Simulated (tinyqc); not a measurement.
What moves the results: six-band Luttinger-Kohn model with strain. A value that a table varies takes the place of the one given here.

Six-band Luttinger-Kohn model in the basis |3/2,3/2>, |3/2,1/2>, |3/2,-1/2>, |3/2,-3/2>, |1/2,1/2>, |1/2,-1/2>, electron energies, zero at the top of the unstrained valence band. H = -[rows: (P+Q, -S, R, 0, -S/r2, r2 R); (-S*, P-Q, 0, R, -r2 Q, r32 S); (R*, 0, P-Q, S, r32 S*, r2 Q); (0, R*, S*, P+Q, -r2 R*, -S*/r2); (-S*/r2, -r2 Q, r32 S, -r2 R, P+Dso, 0); (r2 R*, r32 S*, r2 Q, -S/r2, 0, P+Dso)], r2 = sqrt(2), r32 = sqrt(3/2). Levels are twofold.

P = c g1 k^2 - av tr(e); Q = c g2 (kx^2 + ky^2 - 2 kz^2) - (b/2)(exx + eyy - 2 ezz); R = c sqrt3 [-g2 (kx^2 - ky^2) + 2i g3 kx ky] + (sqrt3/2) b (exx - eyy) - i d exy; S = 2 c sqrt3 g3 (kx - i ky) kz - d (exz - i eyz); c = hbar^2/2m0, e the strain tensor (not engineering shear).

s11 = (C11 + C12)/((C11 - C12)(C11 + 2 C12)), s12 = -C12/((C11 - C12)(C11 + 2 C12)), s44 = 1/C44; exx = s11 sxx + s12 (syy + szz) and cyclic, exy = s44 sxy/2; tension is positive. A uniaxial stress X along the unit vector n is s_ij = X n_i n_j.

Constants: hbar^2/2m0 = 3.80998211 eV angstrom^2.

Inputs chosen for the exercise (near those of GaSb; shifted at random, so the results belong to these values and not to a real crystal): Dso = 0.758 eV (spin-orbit splitting); g1 = 13.4 (Luttinger gamma1); g2 = 4.69 (gamma2); g3 = 6 (gamma3); av = 0.79 eV (valence hydrostatic potential); b = -1.99 eV (tetragonal shear potential); d = -4.65 eV (trigonal shear potential); C11 = 88.3 GPa; C12 = 40 GPa; C44 = 43.3 GPa; load = biaxial (001) (kind of stress); X1 = 1.1 GPa (size of the stress); E_h = 20 meV (hole energy below the top); X = 0.98 GPa (stress).

## Sweep of a biaxial (001) stress

Edges at k = 0 and curvature masses of the top pair along [110] and [001] (step 0.0002 1/angstrom); at zero stress the top is fourfold and has no single curvature.

Edges and masses:
```
X (GPa)  top (eV)  second (eV)  third (eV)  splitting (meV)  m [110]  m [001]
-2.10      0.0668      -0.0846     -0.7993            151.4    0.055    0.249
-1.40      0.0445      -0.0614     -0.7805            106.0    0.055    0.249
-0.70      0.0223      -0.0331     -0.7668             55.4    0.055    0.249
0.00       0.0000       0.0000     -0.7580              0.0        -        -
0.70       0.0375      -0.0223     -0.7535             59.8    0.124    0.041
1.40       0.0789      -0.0445     -0.7529            123.4    0.134    0.040
2.10       0.1236      -0.0668     -0.7557            190.4    0.144    0.038
```

The splitting reaches 151.4 meV under compression and 190.4 meV under the same tension; linear shear terms alone would make the two equal, and the difference comes from the coupling to the split-off band. At the ends of the sweep the top pair has a mass along [110] of 0.055 under compression and 0.144 under tension, so compression gives the lighter holes along [110]; along [001] it has 0.249 and 0.038. The top edge itself moves by +67 and +124 meV. The ends of the sweep mean strains up to 2.3 %, beyond the range of linear deformation potentials.

## Which stress helps holes along [110]

Each load has size X1 (biaxial: sxx = syy); masses are curvatures of the top pair at k = 0.

Results:
```
load                         splitting (meV)  top edge (meV)  m [110]  m [001]
uniaxial [110], compression             77.7            35.4    0.038    0.141
uniaxial [110], tension                 70.9            42.5    0.423    0.051
uniaxial [100], compression             95.7            45.2    0.062    0.130
uniaxial [100], tension                 84.9            50.5    0.090    0.055
uniaxial [111], compression             71.1            31.9    0.049    0.075
uniaxial [111], tension                 65.0            39.3    0.135    0.075
biaxial (001), compression              84.9            35.0    0.055    0.249
biaxial (001), tension                  95.7            60.7    0.130    0.040
```

The lightest mass along [110] (0.038) comes with uniaxial [110], compression. The largest splitting (95.7 meV) comes with uniaxial [100], compression; biaxial (001), tension. The heaviest mass along [001] (0.249), which lowers the confinement energy in a (001) channel, comes with biaxial (001), compression. The splitting per GPa follows b (s11 - s12) for loads along cube axes and d s44 for [111]: here 2 |b| (s11 - s12) = 82.4 and |d| s44/sqrt3 = 62.0 meV per GPa in the limit of large Dso; where the splitting nears Dso, mixing with the split-off band makes it depend on the sign of the load.

## Warping of the constant-energy contours (six-band Luttinger-Kohn model)

No strain (e = 0). In the plane kz = 0, |k| where the top and second pairs lie E_h below the top, against the angle from [100]; m = c k^2/E_h.

Contours:
```
angle (degrees)  k top (1/angstrom)  k second (1/angstrom)  m top (m0)  m second (m0)
0                            0.0361                 0.0152       0.249          0.044
9                            0.0371                 0.0152       0.263          0.044
18                           0.0401                 0.0150       0.306          0.043
27                           0.0447                 0.0148       0.381          0.042
36                           0.0498                 0.0147       0.473          0.041
45                           0.0523                 0.0146       0.521          0.041
```

The heavy contour reaches 1.447 times as far along [110] as along [100], the light one 0.959 times. The warping follows g3 - g2 = 1.31 and would vanish for g2 = g3. Along [100] the heavy mass is 1/(g1 - 2 g2) = 0.249 at any energy, while the light one is 0.0443, against 1/(g1 + 2 g2) = 0.0439 at the edge, for E_h/Dso = 0.03.

## What each parameter does

Edges at k = 0 under a biaxial (001) stress X and the curvature mass of the top pair along [110] (step 0.0002 1/angstrom). Each row changes one parameter from the base and keeps the others.

Results:
```
case              top (eV)  second (eV)  third (eV)  mass (m0)
base                0.0536      -0.0312     -0.7529      0.128
d = -3.72 eV        0.0536      -0.0312     -0.7529      0.128
Dso = 0.91 eV       0.0530      -0.0312     -0.9042      0.126
C11 = 105.96 GPa    0.0401      -0.0212     -0.7519      0.125
C44 = 34.64 GPa     0.0536      -0.0312     -0.7529      0.128
g3 = 7.2            0.0536      -0.0312     -0.7529      0.128
C12 = 48 GPa        0.0626      -0.0400     -0.7554      0.131
av = 0.632 eV       0.0518      -0.0330     -0.7547      0.128
```

The largest shifts from the base row, up to three for each result and ties (the steps differ in size, so this ranks the rows, not the parameters). top (eV): C11 -0.0135, C12 +0.0089, av -0.0018; unchanged at the printed digits by d, C44 and g3. second (eV): C11 +0.0099, C12 -0.0088, av -0.0018; unchanged at the printed digits by d, Dso, C44 and g3. third (eV): Dso -0.1514, C12 -0.0025, av -0.0018; unchanged at the printed digits by d, C44 and g3. mass (m0): C11 -0.004, C12 +0.003, Dso -0.002; unchanged at the printed digits by d, C44, g3 and av. The Luttinger parameters multiply k^2 and cannot move the edges; av shifts all edges alike and leaves the mass.

(tinyqc, `OMP_NUM_THREADS=1 python tinyqc.py 1081010 1081011 out.jsonl`, Intel(R) Xeon(R) Processor @ 2.30GHz, 1 thread, shared host, about 0.04 s.)
